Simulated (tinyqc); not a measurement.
# Front-illuminated p-i-n photodiode, quantum efficiency and bandwidth: what changes with what

Light enters through a p layer (0 to xp), a depleted layer (xp to xp + wi) and a thick n substrate, decaying as exp(-al x); one pass, no back reflection. Carriers made in the depleted layer are all collected; those in the neutral layers diffuse.

Parameters, values chosen for the exercise; values close to those of silicon at this wavelength:
```
symbol,value,unit,meaning
lam,650,nm,wavelength
al,3340,1/cm,absorption coefficient
Rf,0.3,,reflectance of the front face
eps_r,11.6,,relative permittivity
xp,0.06,um,thickness of the front p layer
wi,1.2,um,thickness of the depleted layer
Dn,14,cm^2/s,electron diffusion coefficient in the p layer
Ln,16,um,electron diffusion length in the p layer
S,50000,cm/s,recombination velocity of the front surface
Lp,14,um,hole diffusion length in the thick n substrate
ve,1.04e7,cm/s,electron drift velocity
vh,6.77e6,cm/s,hole drift velocity
dia,110,um,diameter
RL,50,ohm,load resistance
Cp,20,fF,parasitic capacitance
```

Constants: q = 1.602176634e-19 C, h = 6.62607015e-34 J s, c = 299792458 m/s, eps0 = 8.8541878128e-14 F/cm where lengths are in cm. Results are converted to the units shown.

Each table varies one quantity; the others keep the values above.

## Efficiency and bandwidth against the thickness of the depleted layer

k = al Ln, s = S Ln/Dn, e = exp(-al xp); front layer f1 = (k/(k^2 - 1)) {[s + k - e (s cosh(xp/Ln) + sinh(xp/Ln))]/[s sinh(xp/Ln) + cosh(xp/Ln)] - k e}; depleted layer f2 = e (1 - exp(-al wi)); substrate f3 = e exp(-al wi) al Lp/(1 + al Lp); external efficiency (1 - Rf)(f1 + f2 + f3); responsivity = efficiency q lam/(h c). Drift response for pairs made in the depleted layer, a = al wi, g = 1 - exp(-a), u = 2 pi i f, te = wi/ve, th = wi/vh: electrons He = [g - a (exp(-a) - exp(-u te))/(u te - a)]/(u te g), holes Hh = [g - a (1 - exp(-a - u th))/(a + u th)]/(u th g); C = eps0 eps_r pi (dia/2)^2/wi + Cp; total |He + Hh|/sqrt(1 + (2 pi f RL C)^2), for the current of the depleted layer alone. Limits are the frequencies at which each factor falls to 1/sqrt(2); inverse-square sum (f_transit^-2 + f_RC^-2)^(-1/2); the diffusion currents f1 and f3 are left out of the bandwidth.

Efficiency and bandwidth against the thickness of the depleted layer:
```
wi (um),f2,f1 + f3,responsivity (A/W),transit limit (GHz),RC limit (GHz),3 dB bandwidth (GHz),inverse-square sum (GHz),bandwidth x (1 - Rf) f2 (GHz)
0.15,0.04790,0.7876,0.3066,292.6,0.4877,0.4877,0.4877,0.01635
0.25,0.07852,0.7624,0.3086,176.0,0.8111,0.8111,0.8111,0.04458
0.42,0.1283,0.7214,0.3118,105.2,1.358,1.358,1.358,0.1219
0.71,0.2069,0.6566,0.3169,62.73,2.282,2.280,2.281,0.3303
1.2,0.3237,0.5605,0.3245,37.58,3.819,3.792,3.800,0.8591
2,0.4776,0.4337,0.3344,22.99,6.265,5.967,6.045,1.995
3.4,0.6653,0.2790,0.3465,13.94,10.37,7.962,8.319,3.708
5.7,0.8341,0.1399,0.3575,8.643,16.64,7.419,7.671,4.332
9.6,0.9405,0.05234,0.3643,5.301,26.16,5.156,5.195,3.395
```

Read the table: what changes, and by how much?

As wi goes from 0.15 to 9.6, the responsivity rises from 0.307 to 0.364 A/W and the bandwidth goes from 0.488 through a maximum of 7.96 (at wi = 3.4 among the rows listed) to 5.16 GHz. The RC limit is the lower one for wi = 0.15, 0.25, 0.42, 0.71, 1.2, 2, 3.4, the transit limit elsewhere. Adding inverse squares of the two limits is within 4.5 % of the full result. The product of bandwidth and fast efficiency goes from 0.0164 through a maximum of 4.33 (at wi = 5.7 among the rows listed) to 3.39 GHz. For wi = 0.15, 0.25, 0.42, 0.71, 1.2, 2, 3.4 the diffusion currents exceed 0.3 of the drift current; their own response times, left out, may then shape the whole response.

## Efficiency and bandwidth against the absorption coefficient

Same model as above.

lam is held fixed while al varies.

The same in every row: RC limit (GHz) = 3.819.

Results:
```
al (1/cm),f2,f1 + f3,responsivity (A/W),transit limit (GHz),3 dB bandwidth (GHz),inverse-square sum (GHz),bandwidth x (1 - Rf) f2 (GHz)
30,0.003593,0.04033,0.01612,36.44,3.790,3.799,0.009533
90,0.01074,0.1112,0.04474,36.46,3.790,3.799,0.02848
300,0.03530,0.2866,0.1181,36.53,3.790,3.799,0.09365
900,0.1018,0.5031,0.2220,36.74,3.791,3.799,0.2702
3000,0.2969,0.5711,0.3186,37.46,3.792,3.800,0.7881
9000,0.6257,0.3501,0.3581,39.37,3.794,3.802,1.662
90000,0.5827,0.4125,0.3652,40.29,3.797,3.802,1.549
3e5,0.1653,0.8234,0.3629,38.61,3.796,3.801,0.4392
```

Estimate the missing row, al = 30000 1/cm.

Computed row:
```
al (1/cm),f2,f1 + f3,responsivity (A/W),transit limit (GHz),3 dB bandwidth (GHz),inverse-square sum (GHz),bandwidth x (1 - Rf) f2 (GHz)
30000,0.8124,0.1852,0.3661,42.55,3.799,3.804,2.161
```

With this row back in the table: As al goes from 30 to 3e5, the responsivity goes from 0.0161 through a maximum of 0.366 (at al = 30000 among the rows listed) to 0.363 A/W and the bandwidth stays near 3.79 GHz. The RC limit is the lower one in every row. Adding inverse squares of the two limits is within 0.22 % of the full result. Strong absorption puts the pairs into the front layer, where they must diffuse against surface loss; weak absorption lets light pass beyond a diffusion length of the junction. For al = 30, 90, 300, 900, 3000, 9000, 90000, 3e5 the diffusion currents exceed 0.3 of the drift current; their own response times, left out, may then shape the whole response.

Numbers from tinyqc (`OMP_NUM_THREADS=1 python tinyqc.py 2250044 2250045 out.jsonl`; about 0.01 s on one thread of a shared Intel Xeon 2.30GHz).
